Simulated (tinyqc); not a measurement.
# Superjunction drift layer against a plain one, charge balance: what changes with what

Alternating n and p pillars of equal width wp, doping N and length Lp. When depleted, the lateral field peaks at Ex = q N wp/(2 eps0 eps_r) at the pillar junctions and a uniform vertical field Ey is added; breakdown is taken where Ex^2 + Ey^2 = Ef^2. Only the n pillars conduct, narrowed by the zero-bias depletion. A first-order model: the field peaks at the pillar ends are left out.

Inputs (values chosen for the exercise); values close to those of gallium nitride:
- eps_r = 9.87 (relative permittivity of the semiconductor)
- E16 = 3.04 MV/cm (critical field at a doping of 1e16 cm^-3)
- mx = 1130 cm^2/(V s) (mobility at low doping)
- mi = 58 cm^2/(V s) (mobility at high doping)
- Nr = 2e17 cm^-3 (reference doping of the mobility)
- BV = 1900 V (wanted breakdown voltage)
- wp = 1.5 um (width of each pillar)
- Ef = 2.7 MV/cm (critical field inside the pillars)
- a = 0.62 (lateral peak field as a share of Ef)
- Vb = 2.8 V (built-in voltage of the pillar junctions)
- dl = -3.2 % (charge imbalance (Nn - Np)/N)

Constants: q = 1.602176634e-19 C, eps0 = 8.8541878128e-14 F/cm where lengths are in cm. Results are converted to the units shown.

Each table varies one quantity; the others keep the values above.

## Effect of the width of each pillar

Ec(N) = E16 (N/1e16 cm^-3)^(1/8), mu(N) = mi + (mx - mi)/(1 + (N/Nr)^0.9). Plain drift layer for BV: N solves BV = eps0 eps_r Ec(N)^2/(2 q N), W = 2 BV/Ec, Rsp = W/(q mu N). Ex = a Ef gives N = 2 eps0 eps_r a Ef/(q wp); Ey = Ef sqrt(1 - a^2); Lp = BV/Ey; xd = sqrt(eps0 eps_r Vb/(q N)) on each side; Rsp = 2 Lp/(q mu(N) N (1 - 2 xd/wp)). An imbalance dl leaves the mean net doping |dl| N/2, which tilts the vertical field by s = q |dl| N/(2 eps0 eps_r): BV(dl) = Ey Lp - s Lp^2/2, or Ey^2/(2 s) if the field reaches zero inside the pillar.

The same in every row: Lp (um) = 8.9689; Rsp, plain (mohm cm^2) = 0.49230.

Results:

| wp (um) | N (cm^-3) | Rsp, pillars (mohm cm^2) | BV(dl) (V) |
|---|---|---|---|
| 0.19 | 9.6114e17 | 0.074920 | 795.87 |
| 0.3 | 6.0872e17 | 0.079822 | 1181.8 |
| 0.73 | 2.5016e17 | 0.10541 | 1604.9 |
| 1.2 | 1.5218e17 | 0.13390 | 1720.5 |
| 1.8 | 1.0145e17 | 0.16973 | 1780.3 |
| 2.9 | 6.2971e16 | 0.23432 | 1825.7 |
| 4.5 | 4.0582e16 | 0.32678 | 1852.1 |

Estimate the missing row, wp = 0.46 um.

Computed row:

| wp (um) | N (cm^-3) | Rsp, pillars (mohm cm^2) | BV(dl) (V) |
|---|---|---|---|
| 0.46 | 3.9699e17 | 0.089040 | 1431.6 |

With this row back in the table: As wp goes from 0.19 to 4.5 um, Rsp of the pillars rises from 0.0749 to 0.327 mohm cm^2 and BV with the imbalance rises from 796 to 1850 V. Narrow pillars allow more doping and so less resistance, but the same relative imbalance then leaves more net charge. At wp = 0.19 um the aspect ratio passes 30, which is hard to make. At wp = 4.5 um the aspect ratio Lp/wp is under 3, where a pillar model without end effects fails. At wp = 0.19 um the zero-bias depletion takes over 40 % of the pillar, and the on-state voltage would narrow it further.

## Effect of the charge imbalance (Nn - Np)/N

Same model as above.

The same in every row: N (cm^-3) = 1.217e17; Lp (um) = 8.969; Rsp, pillars (mohm cm^2) = 0.1519; Rsp, plain (mohm cm^2) = 0.4923.

Effect of the charge imbalance (Nn - Np)/N:

| dl (%) | BV(dl) (V) |
|---|---|
| 0 | 1900 |
| 1 | 1855 |
| 2 | 1810 |
| 4 | 1720 |
| 6 | 1631 |
| 9 | 1496 |
| 13 | 1316 |
| 20 | 1002 |

What does the comparison show?

As dl goes from 0 to 20 %, Rsp of the pillars stays at 0.152 mohm cm^2 and BV with the imbalance falls from 1900 to 1000 V. The loss is linear in |dl| while the field reaches through the pillar; it passes 10 % at |dl| = 4.23 %.

## Effect of the lateral peak field as a share of Ef

Same model as above.

The same in every row: Rsp, plain (mohm cm^2) = 0.4923.

Results:

| a | N (cm^-3) | Lp (um) | Rsp, pillars (mohm cm^2) | BV(dl) (V) |
|---|---|---|---|---|
| 0.3 | 5.891e16 | 7.377 | 0.2308 | 1853 |
| 0.48 | 9.425e16 | 8.022 | 0.1664 | 1811 |
| 0.57 | 1.119e17 | 8.565 | 0.1548 | 1780 |
| 0.66 | 1.296e17 | 9.367 | 0.1513 | 1733 |
| 0.75 | 1.473e17 | 10.64 | 0.1564 | 1656 |
| 0.84 | 1.649e17 | 12.97 | 0.1758 | 1493 |
| 0.93 | 1.826e17 | 19.15 | 0.2420 | 919.3 |

Estimate the missing row, a = 0.39.

Computed row:

| a | N (cm^-3) | Lp (um) | Rsp, pillars (mohm cm^2) | BV(dl) (V) |
|---|---|---|---|---|
| 0.39 | 7.658e16 | 7.642 | 0.1890 | 1834 |

With this row back in the table: As a goes from 0.3 to 0.93, Rsp of the pillars goes from 0.231 through a minimum of 0.151 (at a = 0.66 among the rows listed) to 0.242 mohm cm^2 and BV with the imbalance falls from 1850 to 919 V. With constant mobility and no depleted edge the minimum of Rsp lies at a = 0.707; a smaller a gives up a little resistance for tolerance.

tinyqc, about 0.01 s, one thread, Intel Xeon 2.30GHz (shared host): `OMP_NUM_THREADS=1 python tinyqc.py 2590126 2590127 out.jsonl`
